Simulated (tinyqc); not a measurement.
Changing the fraction x of B: elastic strain and critical thickness of a cubic alloy layer A(1-x)B(x) on a thick substrate. Computed by tinyqc, a small Python program. Command: `OMP_NUM_THREADS=1 python tinyqc.py 3025859 3025860 out.jsonl misfit sweep`. One thread of a shared host (Intel(R) Xeon(R) Processor @ 2.30GHz), about 0.01 s of CPU time with the checks.

Strain is positive in tension. The layer is coherent with the substrate unless said otherwise.

Inputs (values chosen for the exercise, for a model alloy):

| quantity | value | unit |
|---|---|---|
| lattice constant a_A | 5.431 | angstrom |
| lattice constant a_B | 5.658 | angstrom |
| substrate lattice constant a_S | 5.431 | angstrom |
| layer thickness h | 110 | nm |
| X-ray wavelength | 1.540593 | angstrom |
| start of the iteration h0/b | 20 | - |

Growth plane: (001). Layer: uncapped. Misfit dislocation: 60-degree.

C11, C12, C44 of A (GPa): 182.9  70.72  84.39

C11, C12, C44 of B (GPa): 126  44.75  60.5

Method:
- a = (1 - x) a_A + x a_B, the same rule for each C_ij; misfit f = (a_S - a)/a, the in-plane strain of the coherent layer.
- (001): D = 2 C12/C11, M = C11 + C12 - 2 C12^2/C11. The free surface carries no normal stress, so e_perp = -D f; dV/V = 2 f + e_perp; stress = M f; energy per area = M f^2 h (1 GPa nm = 1 J/m^2).
- Reflection 004: d = a_perp/sqrt(16), with a_perp = a (1 + e_perp) for the coherent layer, a for the relaxed layer and a_S for the substrate; sin(theta) = lambda/(2 d).
- Voigt averages: G = (C11 - C12 + 3 C44)/5, B = (C11 + 2 C12)/3, nu = (3 B - 2 G)/(2 (3 B + G)); b = a/sqrt(2). The 60-degree dislocation has cos alpha = 1/2, and cos lambda = 1/2 on (001).
- Matthews-Blakeslee: h_c = A [ln(h_c/b) + 1], A = b (1 - nu cos^2 alpha)/(8 pi |f| (1 + nu) cos lambda), the factor 8 pi being that of an uncapped layer.
- Start at h0, put the right side back in, and stop when the change is below 1e-9 h or h turns negative.

One run for each value:

| fraction x of B | misfit f | in-plane stress (GPa) | critical thickness h_c (Matthews-Blakeslee) (nm) | peak separation of the coherent layer (arcsec) | biaxial modulus M (GPa) |
|---|---|---|---|---|---|
| 0.04 | -0.001669 | -0.3280 | 91.582 | -419.4 | 196.54 |
| 0.13 | -0.005404 | -1.0331 | 22.183 | -1348.7 | 191.16 |
| 0.22 | -0.009112 | -1.6928 | 11.493 | -2258.6 | 185.78 |
| 0.32 | -0.013199 | -2.3731 | 7.096 | -3246.9 | 179.80 |
| 0.41 | -0.016848 | -2.9385 | 5.114 | -4116.2 | 174.41 |
| 0.50 | -0.020471 | -3.4600 | 3.909 | -4966.4 | 169.02 |
| 0.59 | -0.024067 | -3.9379 | 3.106 | -5797.6 | 163.62 |
| 0.68 | -0.027637 | -4.3727 | 2.537 | -6609.6 | 158.22 |
| 0.78 | -0.031572 | -4.8057 | 2.075 | -7489.1 | 152.21 |
| 0.87 | -0.035088 | -5.1508 | 1.758 | -8260.1 | 146.80 |
| 0.96 | -0.038577 | -5.4539 | 1.507 | -9011.1 | 141.38 |

Describe and explain the trends.

Over the rows, misfit f falls from -0.00167 to -0.0386 (exponent d ln y / d ln x about 0.98 throughout); in-plane stress (GPa) falls from -0.328 to -5.45 (exponent d ln y / d ln x 0.97 between the first rows and 0.58 between the last); critical thickness h_c (Matthews-Blakeslee) (nm) falls from 91.6 to 1.51 (exponent d ln y / d ln x -1.2 between the first rows and -1.6 between the last). h_c |f| / 1 nm runs from 0.153 to 0.0581: it would be constant but for the logarithm and the drift of b and nu.

Caution (rows 0.500, 0.590, 0.680, 0.780, 0.870, 0.960): above about 2 % misfit, linear elasticity is rough and compressed layers tend to form islands before dislocations. Caution (rows 0.680, 0.780, 0.870, 0.960): a critical thickness of a few Burgers vectors is outside continuum elasticity and hangs on the core term.

Extremes, crossings and ranges named in words are read from the listed rows.
